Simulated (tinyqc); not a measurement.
Current of a Schottky diode by thermionic-emission-diffusion theory, and its read-back from I-V-T and C-V data: one step, computed by the program tinyqc. Command: `OMP_NUM_THREADS=1 python tinyqc.py 3021352 3021353 out.jsonl schottky walk`. One thread of a shared host (Intel(R) Xeon(R) Processor @ 2.30GHz), about 0.01 s of CPU time with the checks.

Full ionisation, no tunnelling, no recombination current. V is the voltage across the junction itself, forward positive.

Task: Current. N_c(T) = N_c (T/300 K)^(3/2); V_bi = phi_0 - (k_B T/e) ln(N_c(T)/N); surface field F = sqrt(2 e N (V_bi - V - k_B T/e)/(eps eps_0)); image lowering d_phi = sqrt(e F/(4 pi eps eps_0)); effective barrier phi = phi_0 - d_phi - sigma^2 (1 - rho V)/(2 k_B T). Collection velocity v_R = A* T^2/(e N_c(T)); diffusion velocity v_D = mu F; J = e N_c(T) v_R/(1 + v_R/v_D) exp(-phi/k_B T) [exp(e V/k_B T) - 1]. Terminal voltage V + J R_s.

Inputs (values chosen for the exercise, modelled on n-type amorphous oxide):
```
quantity,value,unit
Richardson constant A*,39.4,A/(cm^2 K^2)
"effective density of states at 300 K, N_c",5e+18,1/cm^3
permittivity eps,10,-
mobility mu,9.5,cm^2/(V s)
barrier without image force phi_0 (mean),0.743,eV
doping N,4e+16,1/cm^3
series resistance R_s,7.9,milliohm cm^2
junction voltage V,0.35,V
temperature T,300,K
standard deviation sigma,36,meV
"relative change of sigma^2 with bias, rho",0.4,1/V
```

Barrier: Gaussian spread of heights.

Constants: k_B = 8.617333262e-05 eV/K; e = 1.602176634e-19 C; eps_0 = 8.8541878128e-12 F/m.

Give: v_R; v_D; current density J; terminal voltage.

Result:

v_R = 4.426e+06 cm/s

v_D = 5.627e+05 cm/s

current density J = 0.7122 A/cm^2

terminal voltage = 0.3556 V

v_D/v_R = 0.127: drift and diffusion through the depletion layer limit the current.
